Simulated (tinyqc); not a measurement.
Bandgap voltage reference from two bipolar transistors: one step of the calculation.

Two transistors of area 1 and N carry the same current I. Is(T) = Is (T/T0)^eta exp[(Vg0 q/kB)(1/T0 - 1/T)], VBE1 = Vt ln(I/Is(T)) + I rb, VBE2 = Vt ln(I/(N Is(T))) + I rb/N. The amplifier forces I R1(T) = VBE1 - VBE2 + Vos, with R(T) = R (1 + tc (T - T0)) for both resistors, and the output is Vref = VBE1 + I R2(T). Base currents and the Early effect are neglected.

Task. Operating point at the reference temperature. Vt = kB T/q; I = (Vt ln N + Vos)/(R1(T) - rb (1 - 1/N)). Evaluate at T = T0.

Values chosen for this exercise; values of the order met in silicon bipolar transistors:

| symbol | value | unit | meaning |
|---|---|---|---|
| T0 | 300 | K | reference temperature |
| Vg0 | 1.146 | V | band-gap voltage extrapolated to 0 K |
| eta | 4.1 |  | temperature exponent of the saturation current |
| Is | 1.3e-17 | A | saturation current of the unit transistor at T0 |
| N | 4 |  | area ratio of the second transistor |
| R1 | 2.4 | kohm | resistor across which the difference of VBE falls, at T0 |
| tc | 0 | ppm/K | temperature coefficient of both resistors |
| Vos | 0 | mV | offset of the amplifier |
| rb | 0 | ohm | series resistance of the unit transistor |
| R2 | 32.33 | kohm | output resistor at T0 |

Constants: q = 1.602176634e-19 C, kB = 1.380649e-23 J/K. Results are converted to the units shown.

Give: Vt; I; Is(T); VBE1; I R2; Vref.

Result.

Vt = 0.025852 V
I = 14.933 uA
Is(T) = 1.3000e-17 A
VBE1 = 0.71790 V
I R2 = 0.48277 V
Vref = 1.2007 V

Computed by the program tinyqc: `OMP_NUM_THREADS=1 python tinyqc.py 2062164 2062165 out.jsonl`, one thread of a shared Intel Xeon 2.30GHz, about 0.02 s for the whole run.
